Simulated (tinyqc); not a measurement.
# All-pass ring resonator: line shape, cold and heated

A ring of length L = 2 pi Rr coupled to one bus waveguide: round-trip amplitude a = 10^(-al L/20), self-coupling t = sqrt(1 - k2). At detuning d from the resonance the round-trip phase is p = 2 pi d/FSR and the transmission T = (a^2 - 2 a t cos p + t^2)/(1 - 2 a t cos p + a^2 t^2). Lossless coupler, linear absorption only.

FSR = lam^2/(ng L). The lost power (1 - T) Pin heats the ring by Rt fa (1 - T) Pin and shifts the resonance to longer wavelength by s = (lam dT/ng) times that rise; d = dl - s. The hot columns give T for the smallest and the largest self-consistent shift.

Parameters, values chosen for the exercise; values close to those of silicon waveguides:
- lam = 1550 nm (cold resonance wavelength)
- Rr = 15 um (ring radius)
- ng = 4.32 (group index)
- al = 6 dB/cm (propagation loss)
- k2 = 0.0059 (power coupling)
- dT = 0.00019 1/K (thermo-optic change of the effective index)
- Rt = 12 K/mW (thermal resistance)
- fa = 0.38 (share of the loss that heats the ring)
- Pin = 0.047 mW (input power)

Line shape, cold and heated:

| dl (pm) | T, cold | roots | smallest s (pm) | T there | largest s (pm) | T there  |
|---|---|---|---|---|---|---|
| -27 | 0.91590 | 1 | 1.1401 | 0.92197 | 1.1401 | 0.92197 |
| -14 | 0.75295 | 1 | 2.7586 | 0.81119 | 2.7586 | 0.81119 |
| -7.1 | 0.47520 | 1 | 4.5982 | 0.68528 | 4.5982 | 0.68528 |
| 0 | 0.14068 | 1 | 7.4101 | 0.49282 | 7.4101 | 0.49282 |
| 5.3 | 0.36591 | 1 | 9.9025 | 0.32223 | 9.9025 | 0.32223 |
| 11 | 0.66035 | 1 | 12.295 | 0.15851 | 12.295 | 0.15851 |
| 16 | 0.79719 | 1 | 4.9178 | 0.66341 | 4.9178 | 0.66341 |
| 23 | 0.88824 | 1 | 1.8927 | 0.87045 | 1.8927 | 0.87045 |
| 32 | 0.93839 | 1 | 0.95198 | 0.93484 | 0.95198 | 0.93484 |
| 44 | 0.96627 | 1 | 0.50383 | 0.96552 | 0.50383 | 0.96552 |

Read the table: what changes, and by how much?

The cold line has FWHM = 17.8 pm and its dip at dl = 0; heated, the deepest listed dip lies at dl = 11 pm, and the largest possible shift is 12.6 pm, 0.71 FWHM. No listed row is bistable.

tinyqc, about 0.01 s, one thread, Intel Xeon 2.30GHz (shared host): `OMP_NUM_THREADS=1 python tinyqc.py 2650039 2650040 out.jsonl`
